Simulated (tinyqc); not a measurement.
From results back to parameters: inversion layer as a triangular well, valleys of the Si type. Three cases, with inputs chosen for the exercise.

Problem. The spacing of the two lowest levels of one ladder was computed from a hidden sheet density Ns.

The field is taken as constant, e F = 4 pi (e^2/4 pi eps0)(Nd + eta Ns)/eps, with 1e12/cm^2 = 1e-4/angstrom^2, and the oxide as a hard wall at z = 0; c = hbar^2/2m0.

Level j of a valley lies at E_j = a_j (c (e F)^2/m_z)^(1/3) above the band edge at the surface, with the Airy zeros a_j = 2.338107, 4.087949, 5.520560, 6.786708, 7.944134, 9.022651, 10.040174, 11.008524, 11.936016, 12.828777, and has <z> = 2 E_j/(3 e F).

Constants: hbar^2/2m0 = 3.80998211 eV angstrom^2; e^2/(4 pi eps0) = 14.39964547 eV angstrom.

Case 1.

Values chosen (near those of Si; not measured data):
- m_z = 0.907 m0 (confinement mass)
- eps = 11.7 (dielectric constant)
- Nd = 0.14 x 1e12/cm^2 (depletion charge)
- eta = 0.75 (share of Ns in the effective field)

E_1 - E_0 = 49.2582 meV

Case 2.

Values chosen (near those of Si; not measured data):
- m_z = 0.931 m0 (confinement mass)
- eps = 11.7 (dielectric constant)
- Nd = 0.4 x 1e12/cm^2 (depletion charge)
- eta = 0.5 (share of Ns in the effective field)

E_1 - E_0 = 84.6369 meV

Case 3.

Values chosen (near those of Si; not measured data):
- m_z = 0.916 m0 (confinement mass)
- eps = 11.6 (dielectric constant)
- Nd = 0.25 x 1e12/cm^2 (depletion charge)
- eta = 0.5 (share of Ns in the effective field)

E_1 - E_0 = 56.0091 meV

Find: F; Ns.

Solution. e F = sqrt(m_z/c) [(E_1 - E_0)/(a_1 - a_0)]^(3/2), with a_0 and a_1 the first two zeros; then Ns = (eps e F/(4 pi e^2/4 pi eps0) - Nd)/eta.

Case 1.

F = 0.2304 MV/cm
Ns = 1.80 x 1e12/cm^2

Case 2.

F = 0.5258 MV/cm
Ns = 6.00 x 1e12/cm^2

Case 3.

F = 0.2808 MV/cm
Ns = 3.10 x 1e12/cm^2

Computed by tinyqc, one run a case: `OMP_NUM_THREADS=1 python tinyqc.py N N+1 out.jsonl` with N = 1281662, 1281692, 1281703; one thread of a shared Intel(R) Xeon(R) Processor @ 2.30GHz, about 0.05 s a run at most.
